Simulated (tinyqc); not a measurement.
Critical points: density of states of one tight-binding band on the triangular lattice.

E(k) = -2 t (cos 2 pi k1 + cos 2 pi k2 + cos 2 pi (k1 + k2)); k in fractions of the reciprocal vectors, mesh k_i = j/N with j = 0 .. N-1. Densities are per cell and per spin, so the band holds one state.

Values chosen for the exercise: t = 0.81 eV (nearest hopping).

The gradient vanishes at these points by symmetry; the signs of the eigenvalues of the second-derivative matrix give the type.

Critical points:
```
point,k,E (eV),positive,negative,type
Gamma,"(0, 0)",-4.8600,2,0,minimum
M,"(0.5, 0)",1.6200,1,1,saddle
K,"(0.3333, 0.3333)",2.4300,0,2,maximum
```

What can be read from this table?

Gamma is a minimum at -4.860 eV: g has a step there. M is a saddle at 1.620 eV: g diverges logarithmically there. K is a maximum at 2.430 eV: g has a step there.

Program tinyqc; command `OMP_NUM_THREADS=1 python tinyqc.py 1681068 1681069 out.jsonl`; about 0.09 s on one thread of a shared Intel(R) Xeon(R) Processor @ 2.30GHz.
